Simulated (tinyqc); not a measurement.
# Ellipsometry and reflectance of a transparent film on an absorbing substrate: what changes with what

Air (index 1), film, substrate with N2 = n2 - i k2; time factor exp(+i w t). q_j = sqrt(N_j^2 - sin^2 th), root with positive real part. Fresnel coefficients r_s = (q_a - q_b)/(q_a + q_b), r_p = (N_b^2 q_a - N_a^2 q_b)/(N_b^2 q_a + N_a^2 q_b). tan(Psi) exp(i Delta) = R_p/R_s, Delta taken from 0 to 360 degrees.

Inputs (values chosen for the exercise); indices close to those of a porous low-k film on silicon:

| symbol | value | unit | meaning |
|---|---|---|---|
| lam | 800 | nm | wavelength |
| th | 75 | degrees | angle of incidence |
| n1 | 1.306 |  | index of the transparent film |
| d | 15 | nm | film thickness |
| n2 | 3.692 |  | index of the substrate |
| k2 | 0.0065 |  | extinction coefficient of the substrate |

Each table varies one quantity; the others keep the values above.

## Psi and Delta against the film thickness

beta = 2 pi d q1/lam, X = exp(-2 i beta), R = (r01 + r12 X)/(1 + r01 r12 X) for p and s. The last column is the derivative of Delta.

Results:
```
d (nm)  Psi (degrees)  Delta (degrees)    |R_p|^2   |R_s|^2  dDelta/dd (degrees/nm)
0             0.33588           9.2759  2.5688e-5   0.74748                  56.577
51             16.228           75.931   0.061233   0.72285                -0.19702
153            39.876           71.173    0.29254   0.41917                 0.19829
204            64.623           96.951    0.34680  0.078032                  1.1229
256            60.740           268.04    0.34382   0.10792                 0.88378
307            38.512           289.68    0.28379   0.44814                 0.16194
358            27.387           290.89    0.17331   0.64574               -0.086441
409            14.729           282.98   0.050288   0.72769                -0.20160
460            1.7507           77.697  6.9810e-4   0.74726                  1.8193
```

Estimate the missing row, d = 102 nm.

Computed row:
```
d (nm)  Psi (degrees)  Delta (degrees)  |R_p|^2  |R_s|^2  dDelta/dd (degrees/nm)
102            28.492           68.650  0.18635  0.63253               -0.068233
```

With this row back in the table: Psi goes from 0.336 through a maximum of 64.6 (at d = 204 nm among the rows listed) to 1.75 degrees. The period is 455.1 nm, after which Psi and Delta return to the values of the bare substrate, so one angle and wavelength fix d only up to a multiple of it. The size of the slope of Delta runs from 0.0682 to 56.6 degrees/nm among the rows; Delta is counted modulo 360 degrees, and sharper features can lie between the rows.

## Effect of the index of the transparent film

Same model as above.

dDelta/dd is the derivative of Delta; period lam/(2 q1).

Effect of the index of the transparent film:
```
n1    Psi (degrees)  Delta (degrees)   |R_p|^2  |R_s|^2  dDelta/dd (degrees/nm)  period (nm)
1.25          4.505            82.51  0.004629   0.7458                 0.06263        504.2
1.45          6.219            81.09  0.008840   0.7444                 -0.1830        369.9
1.65          7.077            79.46   0.01145   0.7429                 -0.3388        299.0
1.85          7.401            77.87   0.01251   0.7414                 -0.4588        253.5
2.05          7.363            76.30   0.01236   0.7401                 -0.5612        221.2
2.25          7.058            74.70   0.01133   0.7389                 -0.6538        196.8
2.45          6.544            73.02  0.009714   0.7381                 -0.7396        177.7
2.65          5.857            71.19  0.007762   0.7377                 -0.8185        162.1
```

What does the table show?

Psi goes from 4.50 through a maximum of 7.40 (at n1 = 1.85 among the rows listed) to 5.86 degrees and |R_p|^2 goes from 0.00463 through a maximum of 0.0125 (at n1 = 1.85 among the rows listed) to 0.00776. The slope of Delta is largest in size, 0.818 degrees/nm, at n1 = 2.65 among the rows.

Numbers from tinyqc (`OMP_NUM_THREADS=1 python tinyqc.py 2870101 2870102 out.jsonl`; about 0.01 s on one thread of a shared Intel Xeon 2.30GHz).
